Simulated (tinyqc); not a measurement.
Smearing for a one-band metal on the square lattice, step by step. Values are carried at full precision from step to step, so a last printed digit may differ when a step is redone from the rounded ones.

Lattice vectors (units of a): a1 = (1, 0), a2 = (0, 1). E(k) = -t A_1(k) - t2 A_2(k), A_m the sum of cos(k . R) over the 4 nearest and 4 second lattice vectors. Mesh k = sum (j_i/N) b_i, j_i = 0 .. N-1.

Inputs chosen for the exercise: t = 0.8 eV (nearest hopping); t2 = 0.16 eV (second hopping); N = 8 (unshifted mesh); ne = 1.69 (electrons per cell); sigma = 0.4 eV (width).

## Levels on the mesh

Evaluate the band and collect equal energies with their counts.

Distinct levels:
```
E_k (eV)  points
-3.8400        1
-3.1839        4
-2.5827        4
-1.6000        4
-1.1314        8
-0.0161        4
0.0000         4
0.3200         8
0.6400         2
0.9212         4
1.1314         8
1.6000         4
1.9427         4
2.2788         4
2.5600         1
```

15 distinct levels; the mean spacing is 0.457 eV.

## Fermi level with Gaussian smearing

With x = (E_k - mu)/sigma: Gaussian f = erfc(x)/2, s = exp(-x^2)/(2 sqrt(pi)). With weights w = points/N^d (d the dimension), mu solves 2 sum w f = ne; E = 2 sum w f E_k, S = 2 sum w s, F = E - sigma S.

Weights w = points/total. Bisection from the lowest and highest level; ten steps are shown.

Bisection:
```
step  low (eV)  high (eV)  mu (eV)  electrons
1      -3.8400     2.5600  -0.6400     0.6492
2      -0.6400     2.5600   0.9600     1.3466
3       0.9600     2.5600   1.7600     1.7162
4       0.9600     1.7600   1.3600     1.5608
5       1.3600     1.7600   1.5600     1.6432
6       1.5600     1.7600   1.6600     1.6801
7       1.6600     1.7600   1.7100     1.6982
8       1.6600     1.7100   1.6850     1.6892
9       1.6850     1.7100   1.6975     1.6937
10      1.6850     1.6975   1.6912     1.6914
```

## Occupations and energies

Converge mu, then list x, f and s of each level and form the sums.

mu = 1.6872 eV

x, f and s of each level:
```
E_k (eV)       x       f       s
-3.8400   -13.82  1.0000  0.0000
-3.1839   -12.18  1.0000  0.0000
-2.5827   -10.67  1.0000  0.0000
-1.6000    -8.22  1.0000  0.0000
-1.1314    -7.05  1.0000  0.0000
-0.0161    -4.26  1.0000  0.0000
0.0000     -4.22  1.0000  0.0000
0.3200     -3.42  1.0000  0.0000
0.6400     -2.62  0.9999  0.0003
0.9212     -1.92  0.9966  0.0072
1.1314     -1.39  0.9753  0.0409
1.6000     -0.22  0.6211  0.2690
1.9427      0.64  0.1832  0.1876
2.2788      1.48  0.0182  0.0317
2.5600      2.18  0.0010  0.0024
```

E = -0.6411 eV
S = 0.0722
F = -0.6700 eV
(E + F)/2 = -0.6555 eV

Levels with f between 0.001 and 0.999: 6. (E + F)/2 removes the term in sigma^2 for this scheme.

## Checks

- The slope dF/d sigma by finite differences against -S: both -0.072248.
- The slope dF/d ne by finite differences against mu (eV): both 1.6872.

(tinyqc, `OMP_NUM_THREADS=1 python tinyqc.py 1680831 1680832 out.jsonl`, Intel(R) Xeon(R) Processor @ 2.30GHz, 1 thread, shared host, about 0.09 s.)
